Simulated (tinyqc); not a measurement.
Worked calculation: MP2 on RHF in the sto-3g basis, for H6, spin multiplicity 1. One step of it, computed by the program tinyqc.

Question. Second-order Moller-Plesset energy. E2 = sum_ijab (ia|jb) [2 (ia|jb) - (ib|ja)] / (e_i + e_j - e_a - e_b) over occupied i, j and virtual a, b; the opposite-spin part is (ia|jb)^2 / denominator, the rest is same-spin, and SCS-MP2 scales them by 6/5 and 1/3.

orbital energies (hartree): MO1 -0.772533, MO2 -0.623155, MO3 -0.408178, MO4 0.430752, MO5 0.898916, MO6 1.516042

Two-electron integrals over orbitals (pq|rs), unique and non-zero (hartree):
```
(11|11) 0.465990    (21|21) 0.132365    (22|11) 0.373632    (22|22) 0.417781
(31|11) 0.087370    (31|22) -0.038188   (31|31) 0.116490    (32|21) -0.118422
(32|32) 0.142857    (33|11) 0.417057    (33|22) 0.386172    (33|31) 0.035198
(33|33) 0.419890    (41|21) -0.046575   (41|32) -0.006259   (41|41) 0.080043
(42|11) -0.075676   (42|22) -0.007829   (42|31) -0.057896   (42|33) -0.013980
(42|42) 0.080822    (43|21) -0.076262   (43|32) 0.079239    (43|41) 0.012439
(43|43) 0.089418    (44|11) 0.421029    (44|22) 0.389668    (44|31) 0.032815
(44|33) 0.409498    (44|42) -0.028470   (44|44) 0.428348    (51|11) 0.006083
(51|22) 0.034114    (51|31) -0.030680   (51|33) -0.012680   (51|42) -0.031850
(51|44) 0.001811    (51|51) 0.051089    (52|21) 0.035225    (52|32) -0.000477
(52|41) -0.054924   (52|43) 0.032383    (52|52) 0.083399    (53|11) -0.084063
(53|22) -0.012578   (53|31) -0.063860   (53|33) -0.031354   (53|42) 0.074415
(53|44) -0.026911   (53|51) -0.021906   (53|53) 0.082168    (54|21) -0.122334
(54|32) 0.135101    (54|41) 0.008376    (54|43) 0.080328    (54|52) -0.007228
(54|54) 0.147634    (55|11) 0.398931    (55|22) 0.425613    (55|31) -0.021110
(55|33) 0.405385    (55|42) -0.018288   (55|44) 0.416760    (55|51) 0.032975
(55|53) -0.022362   (55|55) 0.458655    (61|21) 0.002212    (61|32) 0.019746
(61|41) -0.029752   (61|43) -0.040835   (61|52) -0.027385   (61|54) 0.015890
(61|61) 0.064939    (62|11) -0.011181   (62|22) -0.038061   (62|31) 0.027629
(62|33) -0.000146   (62|42) 0.026142    (62|44) 0.001085    (62|51) -0.044147
(62|53) 0.027751    (62|55) -0.037503   (62|62) 0.046947    (63|21) 0.048963
(63|32) -0.003747   (63|41) -0.073791   (63|43) -0.015861   (63|52) 0.053791
(63|54) -0.005408   (63|61) 0.029003    (63|63) 0.080456    (64|11) -0.090190
(64|22) 0.028561    (64|31) -0.110302   (64|33) -0.038458   (64|42) 0.059529
(64|44) -0.038903   (64|51) 0.027023    (64|53) 0.064089    (64|55) 0.024085
(64|62) -0.027085   (64|64) 0.120740    (65|21) -0.134333   (65|32) 0.122987
(65|41) 0.047351    (65|43) 0.080630    (65|52) -0.037083   (65|54) 0.131406
(65|61) -0.003164   (65|63) -0.055389   (65|65) 0.154267    (66|11) 0.504727
(66|22) 0.404530    (66|31) 0.097672    (66|33) 0.456650    (66|42) -0.085746
(66|44) 0.466601    (66|51) 0.006557    (66|53) -0.098608   (66|55) 0.445585
(66|62) -0.013832   (66|64) -0.109156   (66|66) 0.585110
```

Hartree-Fock energy = -3.22220831 hartree

Give: Terms; Pair energies; MP2 correlation energy; SCS-MP2 correlation energy; MP2 total energy.

Answer.

Terms (the 40 largest of 41):
```
i  j  a  b  (ia|jb)  (ib|ja)  denominator       term
3  3  4  4   0.0894   0.0894      -1.6779    -0.0048
2  3  4  5   0.0744   0.0324      -2.3610    -0.0037
3  2  5  4   0.0744   0.0324      -2.3610    -0.0037
2  2  4  4   0.0808   0.0808      -2.1078    -0.0031
1  1  4  4   0.0800   0.0800      -2.4066    -0.0027
3  3  5  5   0.0822   0.0822      -2.6142    -0.0026
1  3  4  6  -0.0738  -0.0408      -3.1275    -0.0025
3  1  6  4  -0.0738  -0.0408      -3.1275    -0.0025
2  2  5  5   0.0834   0.0834      -3.0441    -0.0023
3  3  6  6   0.0805   0.0805      -3.8484    -0.0017
2  1  5  4  -0.0549  -0.0319      -2.7254    -0.0016
1  2  4  5  -0.0549  -0.0319      -2.7254    -0.0016
3  2  6  5   0.0538   0.0278      -3.4463    -0.0012
2  3  5  6   0.0538   0.0278      -3.4463    -0.0012
1  1  6  6   0.0649   0.0649      -4.5771    -0.0009
1  1  5  5   0.0511   0.0511      -3.3429    -0.0008
2  1  6  5  -0.0441  -0.0274      -3.8106    -0.0007
1  2  5  6  -0.0441  -0.0274      -3.8106    -0.0007
2  2  6  6   0.0469   0.0469      -4.2784    -0.0005
1  1  4  6  -0.0298  -0.0298      -3.4919  -2.53e-04
1  1  6  4  -0.0298  -0.0298      -3.4919  -2.53e-04
2  2  4  6   0.0261   0.0261      -3.1931  -2.14e-04
2  2  6  4   0.0261   0.0261      -3.1931  -2.14e-04
1  3  6  6   0.0290   0.0290      -4.2128  -2.00e-04
3  1  6  6   0.0290   0.0290      -4.2128  -2.00e-04
3  1  5  5  -0.0219  -0.0219      -2.9785  -1.61e-04
1  3  5  5  -0.0219  -0.0219      -2.9785  -1.61e-04
2  3  5  4   0.0324   0.0744      -2.3610   1.32e-04
3  2  4  5   0.0324   0.0744      -2.3610   1.32e-04
3  1  4  6  -0.0408  -0.0738      -3.1275  -1.03e-04
1  3  6  4  -0.0408  -0.0738      -3.1275  -1.03e-04
2  1  4  5  -0.0319  -0.0549      -2.7254  -1.03e-04
1  2  5  4  -0.0319  -0.0549      -2.7254  -1.03e-04
3  3  4  6  -0.0159  -0.0159      -2.7631  -9.10e-05
3  3  6  4  -0.0159  -0.0159      -2.7631  -9.10e-05
2  1  5  6  -0.0274  -0.0441      -3.8106  -7.63e-05
1  2  6  5  -0.0274  -0.0441      -3.8106  -7.63e-05
1  3  4  4   0.0124   0.0124      -2.0422  -7.58e-05
3  1  4  4   0.0124   0.0124      -2.0422  -7.58e-05
3  2  5  6   0.0278   0.0538      -3.4463  -1.38e-05
```

Pair energies (hartree; pair i-j sums ij and ji):
```
pair  opposite spin  same spin
1-1         -0.0049          0
2-1         -0.0044    -0.0005
2-2         -0.0063          0
3-1         -0.0054    -0.0007
3-2         -0.0077    -0.0019
3-3         -0.0092          0
```

MP2 correlation energy = -0.041035 hartree

SCS-MP2 correlation energy = -0.046536 hartree

MP2 total energy = -3.263243 hartree
